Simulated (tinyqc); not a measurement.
X-ray photoelectron analysis of a thin oxide on a semiconductor: attenuation lengths, thickness, angle series and band offsets: one step, computed by the program tinyqc.

The same element is seen in the oxide and in the substrate, at nearly the same kinetic energy; films are flat and uniform, and the work function is ignored.

Question. Peak ratio. R_0 = (rho_o/M_o) L_o/((rho_s/M_s) L_s); peak ratio R = I_ox/I_sub = R_0 [exp(d/(L_o cos theta)) - 1]; hence d = L_o cos theta ln(1 + R/R_0). A carbon layer weakens both peaks alike, by exp(-d_C/(L_o cos theta)) if its L is taken equal to L_o. This R_0 leaves out intrinsic losses from the substrate peak, so calibrated values can be larger.

Inputs (values chosen for the exercise, modelled on SiO2 on silicon):
```
quantity                        value     unit
oxide density                    2.14   g/cm^3
oxide formula mass              60.08    g/mol
substrate density                2.33   g/cm^3
substrate formula mass          28.09    g/mol
oxide thickness d                 8.3       nm
emission angle from the normal     60  degrees
carbon overlayer                 0.45       nm
```

L in the oxide = 3.360161 nm

L in the substrate = 2.657194 nm

Give: R_0; d/(L_o cos theta); ratio R; oxide share of the counts; attenuation by carbon; depth 3 L_o cos theta.

Answer.

R_0 = 0.54302

d/(L_o cos theta) = 4.9402

ratio R = 75.373

oxide share of the counts = 0.98691

attenuation by carbon = 0.76503

depth 3 L_o cos theta = 5.0402 nm

Caution: beyond about 60 degrees elastic scattering and roughness make a single attenuation length unreliable.
